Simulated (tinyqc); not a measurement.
Changing the temperature T: growth of a silicide layer between metal and silicon: linear-parabolic kinetics, ramp anneals and Kissinger analysis. Computed by tinyqc, a small Python program. Command: `OMP_NUM_THREADS=1 python tinyqc.py 3008686 3008687 out.jsonl silicide sweep`. One thread of a shared host (Intel(R) Xeon(R) Processor @ 2.30GHz), about 0.04 s of CPU time with the checks.

One compound layer of thickness x grows by diffusion through itself and reaction at an interface, dx/dt = 1/(2x/K + 1/v), until the metal is used up at x = a h.

Inputs (values chosen for the exercise, modelled on Ni2Si):
```
quantity                                 value    unit
metal thickness h                          5.8      nm
silicide formed per metal thickness a     1.47       -
prefactor of the parabolic constant K  6.1e+13  nm^2/s
activation energy E of K                  1.48      eV
prefactor of the interface velocity v  2.2e+14    nm/s
activation energy E_v                     1.63      eV
time t                                      13       s
```

Constants: k_B = 8.617333262e-05 eV/K.

Method:
- The silicide ends at the thickness a h.
- K = K0 exp(-E/(k_B T)), v = v0 exp(-E_v/(k_B T)).
- Temperatures in kelvin are T(C) + 273.15.
- x^2/K + x/v = t, so x = (K/(2v)) [sqrt(1 + 4 v^2 t/K) - 1], capped at a h; completion time t_c = (a h)^2/K + a h/v, a h being the final thickness; crossover thickness K/v.

One run for each value:
```
temperature T (C)  completion time (s)  thickness at time t (nm)  crossover thickness (nm)
230                         1.6178e+03                    0.1328                    8.8181
250                         4.1108e+02                    0.5307                    7.7257
270                         1.1600e+02                    1.7164                    6.8348
290                         3.5928e+01                    4.3272                    6.0995
310                         1.2094e+01                    8.5260                    5.4860
330                         4.3865e+00                    8.5260                    4.9690
350                         1.7015e+00                    8.5260                    4.5294
370                         7.0128e-01                    8.5260                    4.1526
390                         3.0537e-01                    8.5260                    3.8271
```

Over the rows, completion time (s) falls from 1620 to 0.305; thickness at time t (nm) rises from 0.133 to 8.53, flat over part of the range; crossover thickness (nm) falls from 8.82 to 3.83. The apparent activation energy of 1/t_c is 1.55 eV between the first rows and 1.53 eV between the last, between E and E_v.

Caution (rows 230): a thickness below one atomic layer means that growth has not started.

Extremes, crossings and ranges named in words are read from the listed rows.
